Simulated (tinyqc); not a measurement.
# Random telegraph noise from one oxide trap in a small MOSFET: time constants and noise against gate voltage

An acceptor-like trap exchanges electrons with the channel. Inversion charge Q = Cox u, u = n Vt W0(exp((Vg - VT)/(n Vt))), W0 the Lambert function, n = nf, Cox = eps0 eox/tox; linear regime Id = (W/L) mu Q Vd. Relative to threshold the surface potential rises by Vt ln(u/u0) and the oxide voltage by the rest of Vg - VT, with u0 = n Vt W0(1).

N = Cox u/q; dpsi = Vt ln(u/u0); E = E0 - dpsi - (xt/tox)(Vg - VT - dpsi); capture time tc = 1/[(N/zi) vth s0 exp(-xt/lt - EB/Vt)]; emission time te = tc exp(-E/Vt); occupancy te/(tc + te). A = W L; threshold step dV = q (1 - xt/tox)/(Cox A); gm/Id = 1/(u + n Vt); relative step dI/I = (gm/Id) dV + asc mu/A. fc = (1/tc + 1/te)/(2 pi); rms = (dI/I) sqrt(tc te)/(tc + te).

Parameters, values chosen for the exercise; values of the order met in silicon transistors:
- T = 200 K (temperature)
- eox = 3.9 (relative permittivity of the gate insulator (close to silicon dioxide))
- tox = 1.9 nm (insulator thickness)
- xt = 0.46 nm (depth of the trap from the channel interface)
- E0 = 0.09 eV (trap level above the channel Fermi level at threshold)
- s0 = 1e-16 cm^2 (capture prefactor)
- EB = 0.24 eV (capture barrier (lattice relaxation))
- lt = 0.18 nm (tunnelling decay length)
- vth = 1.2e7 cm/s (thermal velocity)
- zi = 1.5 nm (thickness of the inversion layer)
- VT = 0.22 V (threshold voltage)
- nf = 1.19 (body factor)
- W = 200 nm (gate width)
- L = 34 nm (gate length)
- mu = 130 cm^2/(V s) (mobility)
- asc = 2.3e-16 V s (scattering coefficient of the charged trap)
- Vd = 0.1 V (drain voltage)

Constants: q = 1.602176634e-19 C, kB = 1.380649e-23 J/K, Vt = kB T/q, eps0 = 8.8541878128e-14 F/cm where lengths are in cm. Results are converted to the units shown.

Result of one run:
```
E (eV)	tc (s)	te (s)	occupancy	dI/I (%)	fc (Hz)	rms dI/I (%)
-0.01679	6.875e-4	0.001822	0.7260	0.4356	318.9	0.1943
```

Which gate voltage Vg gave this result: 0.32, 0.38, 0.5, 0.56 or 0.68 V?

Vg = 0.5 V.

The whole series:
```
Vg (V)	E (eV)	tc (s)	te (s)	occupancy	dI/I (%)	fc (Hz)	rms dI/I (%)
0.2	0.1039	0.02720	6.561e-5	0.002406	3.775	2432	0.1850
0.26	0.06738	0.005058	1.014e-4	0.01966	1.940	1601	0.2693
0.32	0.04166	0.002148	1.915e-4	0.08185	1.086	905.3	0.2978
0.38	0.02043	0.001285	3.928e-4	0.2340	0.7276	529.0	0.3080
0.44	0.001256	9.004e-4	8.371e-4	0.4818	0.5442	366.9	0.2719
0.5	-0.01679	6.875e-4	0.001822	0.7260	0.4356	318.9	0.1943
0.56	-0.03414	5.539e-4	0.004016	0.8788	0.3646	326.9	0.1190
0.62	-0.05102	4.628e-4	0.008932	0.9507	0.3148	361.7	0.06813
0.68	-0.06755	3.969e-4	0.01999	0.9805	0.2781	409.0	0.03842
```

tc falls from 0.0272 to 3.97e-4 s as the channel fills and te rises from 6.56e-5 to 0.0200 s; they are equal at Vg = 0.444 V, where E = 0. The rms noise goes from 0.185 through a maximum of 0.308 (at Vg = 0.38 V among the rows listed) to 0.0384 %. The slope -Vt d ln(tc/te)/dVg is 0.608 between the first two rows and 0.276 between the last two; it tends to xt/tox = 0.242 only when the surface potential stops moving.

Range of the model: VT is taken as given; short-channel effects and the uneven flow of current among few electrons are left out.

Program tinyqc, `OMP_NUM_THREADS=1 python tinyqc.py 2710134 2710135 out.jsonl`; Intel Xeon 2.30GHz, shared host, one thread, about 0.01 s.
